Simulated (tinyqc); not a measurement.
Full spectrum, Debye and Einstein heat capacities: Born-von Karman spring model of a cubic crystal with one atom per cell. Computed by tinyqc, a small Python program. Command: `OMP_NUM_THREADS=1 python tinyqc.py 3029744 3029745 out.jsonl springs walk`. One thread of a shared host (Intel(R) Xeon(R) Processor @ 2.30GHz), about 0.1 s of CPU time with the checks.

First neighbours lie at a/2 (1,1,1) (8 of them), second at a (1,0,0) (6), with all permutations and signs; the volume per atom is Omega = a^3/2.

Inputs (values chosen for the exercise, for a model crystal):

| quantity | value | unit |
|---|---|---|
| lattice constant a | 4.12 | angstrom |
| atomic mass M | 86.7 | u |
| radial spring k1L | 2.42 | eV/angstrom^2 |
| transverse spring k1T | 0.04 | eV/angstrom^2 |
| radial spring k2L | 0.45 | eV/angstrom^2 |
| transverse spring k2T | -0.027 | eV/angstrom^2 |

Lattice: bcc.

Constants: 1 eV/angstrom^3 = 160.2176634 GPa; u = 1.6605390666e-27 kg; hbar = 1.054571817e-34 J s; k_B = 1.380649e-23 J/K; nu for 1 eV/(angstrom^2 u) = 15.6333042 THz; h x 1 THz = 4.135667696 meV; k_B = 8.617333262e-05 eV/K.

Method:
- [ij,kl] = (1/(2 Omega)) sum_R K_ij R_k R_l; C11 = [xx,xx], C44 = [xx,yy], C12 = 2 [xy,xy] - C44; B = (C11 + 2 C12)/3; Zener ratio A = 2 C44/(C11 - C12). K(R) = kL n n^T + kT (1 - n n^T).
- rho = M/Omega and v = sqrt(C/rho), with C = C11, C44, C44 along [100]; (C11 + C12 + 2 C44)/2, C44, (C11 - C12)/2 along [110]; (C11 + 2 C12 + 4 C44)/3 and twice (C11 - C12 + C44)/3 along [111].
- Christoffel matrix G_xx = C11 n_x^2 + C44 (1 - n_x^2), G_xy = (C12 + C44) n_x n_y, with eigenvalues rho v^2; v_m^-3 is the mean of v^-3 over three branches and all directions (12 Gauss-Legendre points in cos(theta) times 24 angles phi = (j + 1/2) pi/12); q_D = (6 pi^2/Omega)^(1/3); Theta = hbar v_m q_D/k_B.
- A neighbour at R with unit vector n couples by the matrix K(R) = kL n n^T + kT (1 - n n^T), and D(q) = (1/M) sum_R K(R) [1 - cos(q.R)].
- An eigenvalue lambda of D in eV/(angstrom^2 u) gives nu = 15.6333042 THz x sqrt(lambda).
- Mesh: q = sum_i (m_i + 1/2)/n b_i, m_i = 0..n-1, with b = [[0, 1, 1], [1, 0, 1], [1, 1, 0]] in 2 pi/a; sums are averages over the n^3 points (here n = 14), per atom.
- With x = h nu/(k_B T) and n = 1/(exp(x) - 1) for each mode: F = k_B T [x/2 + ln(1 - exp(-x))], U = k_B T x (n + 1/2), S/k_B = x n - ln(1 - exp(-x)), C/k_B = x^2 n (n + 1).
- Debye: C = 9 k_B (T/Theta)^3 int_0^(Theta/T) x^4 e^x/(e^x - 1)^2 dx with the elastic Theta. Einstein: three modes at the root-mean-square frequency. The last column is the Theta that makes the Debye formula give the full C at that T.

elastic Debye temperature = 305.633 K

root-mean-square frequency = 4.5853 THz

Heat capacity (k_B/atom):

| T (K) | full spectrum | Debye | Einstein | Theta from C (K) |
|---|---|---|---|---|
| 37 | 0.5185 | 0.3819 | 0.2787 | 270.24 |
| 55 | 1.1022 | 0.9223 | 0.9117 | 275.58 |
| 76 | 1.6603 | 1.4996 | 1.5576 | 279.04 |
| 110 | 2.2083 | 2.0991 | 2.1718 | 281.50 |
| 150 | 2.5282 | 2.4590 | 2.5152 | 282.66 |
| 230 | 2.7840 | 2.7510 | 2.7812 | 283.47 |
| 310 | 2.8780 | 2.8591 | 2.8771 | 283.75 |
| 460 | 2.9436 | 2.9348 | 2.9434 | 283.94 |

What does the comparison show, and why?

The apparent Theta runs from 270 to 284 K against the elastic 306 K; at high T it tends to sqrt(5/3) h nu_rms/k_B = 284 K. At the lowest T the Debye value is 0.74 and the Einstein value 0.54 times the full one; dispersion bends the branches below the sound lines, so the real spectrum has more low modes than Debye assumes. At the highest T Debye misses by 0.30 % and Einstein by 0.0062 %.

Extremes, crossings and ranges named in words are read from the listed rows.
